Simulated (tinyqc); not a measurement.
Tight binding, kagome lattice, step by step. One step of it, computed by the program tinyqc.

Problem. Levels at k. Diagonalise the Hermitian matrix.

H(k) at k (eV), lower triangle (Hermitian):
```
                     A                    B         C
A             0.000000
B  -3.695364-0.826012i             0.000000
C  -3.509493-1.140303i  -3.845637-0.363520i  0.000000
```

Give: eigenvalues; weights |c|^2 of the basis functions.

Solution.

eigenvalues (eV): -7.5601  3.6801  3.8800

weights |c|^2 of the basis functions:
```
   band 1  band 2  band 3
A  0.3284  0.6133  0.0583
B  0.3386  0.0329  0.6285
C  0.3330  0.3538  0.3132
```
